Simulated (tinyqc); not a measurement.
Inside a calculation: standing waves and exposure in a photoresist film. Values are carried at full precision from step to step, so a last printed digit may differ when a step is redone from the rounded ones.

Normal incidence from air. Unexposed resist: N1 = n1 + i k1 with k1 = (A + B) lam/(4 pi), lam in micrometres. r01 = (1 - N1)/(1 + N1), t01 = 2/(1 + N1). Substrate Ns = ns + i ks: r12 = (N1 - Ns)/(N1 + Ns). With p = exp(2 pi i N1 d/lam), the field at depth z is E(z) = t01 [exp(2 pi i N1 z/lam) + r12 p^2 exp(-2 pi i N1 z/lam)]/(1 + r01 r12 p^2), the relative intensity I(z) = n1 |E(z)|^2 and the reflectance R = |(r01 + r12 p^2)/(1 + r01 r12 p^2)|^2.

Inputs chosen for the exercise (a resist on Si, indices near tabulated ones; the results hold for these values, not for the real material): lam = 365 nm (vacuum wavelength); n1 = 1.684 (resist index); A = 0.64 1/micrometre (bleachable absorption (Dill A)); B = 0.09 1/micrometre (fixed absorption (Dill B)); d = 1031 nm (resist thickness); ns = 6.624 (substrate n); ks = 2.754 (substrate k); C = 0.019 cm^2/mJ (exposure rate (Dill C)); D = 60 mJ/cm^2 (incident dose); Ld = 5 nm (diffusion length of the post-exposure bake).

## Interface coefficients

Form N1, r01, t01 and r12.

N1 = 1.68400+0.02120i
r01 = -0.2549-0.0059i
t01 = 0.7451-0.0059i
r12 = -0.6338-0.1172i
|r12|^2 = 0.4154

Next to the bottom the intensity swings by a factor ((1 + |r12|)/(1 - |r12|))^2 = 21.4 between antinode and node.

## Round trip and reflectance

Form p^2, the denominator and R; the period of the standing wave is lam/(2 n1).

p^2 = -0.4694-0.0398i
1 + r01 r12 p^2 = 0.9258-0.0222i
R = 0.0081
period = 108.37 nm

The film holds 9.51 periods.

## Intensity and exposure over the lowest period

Nine depths from d - period to d. Without bleaching during the exposure the share of unexposed compound is m = exp(-C D I).

Profile:
```
z (nm),I,m
922.6,0.102,0.890
936.2,0.204,0.792
949.7,0.626,0.490
963.3,1.118,0.280
976.8,1.390,0.205
990.4,1.282,0.232
1003.9,0.853,0.378
1017.5,0.355,0.667
1031.0,0.076,0.917
```

I runs from 0.076 to 1.390 on these points, so m runs from 0.205 to 0.917; the least exposed point listed lies 0.0 nm above the bottom.

## Smoothing by the bake

Gaussian diffusion of length Ld multiplies a cosine of period L by exp(-2 pi^2 Ld^2/L^2). Give that factor, and the Ld that leaves 10 %.

factor = 0.959
Ld for 10 % = 37.01 nm

## Checks

- R against the transfer-matrix product: both 0.0081254.
- Absorption (A + B) d times the mean of I against 1 - R - T: both 0.693.

tinyqc: `OMP_NUM_THREADS=1 python tinyqc.py 1681495 1681496 out.jsonl`; about 0.01 s, one thread, shared Intel(R) Xeon(R) Processor @ 2.30GHz.
